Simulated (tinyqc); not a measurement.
Global model of a low-pressure process discharge: electron temperature, density, ion flux and ion energy: one step, computed by the program tinyqc.

Maxwellian electrons with temperature T_e in eV, one positive ion, no negative ions, uniform bulk density n; rate constants have the Arrhenius form.

Task: Geometry factors. n_g = p/(k_B T_g); lambda_i = 1/(n_g sigma); h_L = 0.86/sqrt(3 + L/(2 lambda_i)), h_R = 0.8/sqrt(4 + R/lambda_i); A_eff = 2 pi R^2 h_L + 2 pi R L h_R; d_eff = pi R^2 L/A_eff.

Inputs (values chosen for the exercise, of the order of those of an inductive discharge in a simple atomic gas):

| quantity | value | unit |
|---|---|---|
| ion-neutral cross section | 7.6e-19 | m^2 |
| pressure p | 0.35 | Pa |
| gas temperature T_g | 600 | K |
| radius R | 11 | cm |
| height L | 11 | cm |

Constants: k_B = 1.380649e-23 J/K.

Give: gas density n_g; ion mean free path; h_L; h_R; A_eff; d_eff.

Result:

gas density n_g = 4.225e+19 1/m^3

ion mean free path = 3.114 cm

h_L = 0.3939

h_R = 0.2915

A_eff = 521.1 cm^2

d_eff = 8.024 cm
